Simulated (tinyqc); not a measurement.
## Gap voltage and exponent from three temperatures

Inverse problem. At constant current VBE(T) = Vg0 - a T - eta (kB T/q) ln T, where a is a constant. Find Vg0, eta and dVBE/dT at the middle temperature.

Constants: q = 1.602176634e-19 C, kB = 1.380649e-23 J/K. Results are converted to the units shown.

T (K): [300, 330, 390]
VBE at a constant current (V): [0.6361220961, 0.5725480645, 0.4429977088]

Answer. The relation is linear in Vg0, a and eta, so three points give a linear system; the slope is (VBE - Vg0 - eta kB T/q)/T. eta rests on the curvature of VBE(T) alone, so real fits need accuracy of some tens of microvolts or better.

Vg0 = 1.177 V
eta = 3.500
dVBE/dT = -2.133 mV/K

Numbers from tinyqc (`OMP_NUM_THREADS=1 python tinyqc.py 2062030 2062031 out.jsonl`; about 0.02 s on one thread of a shared Intel Xeon 2.30GHz).
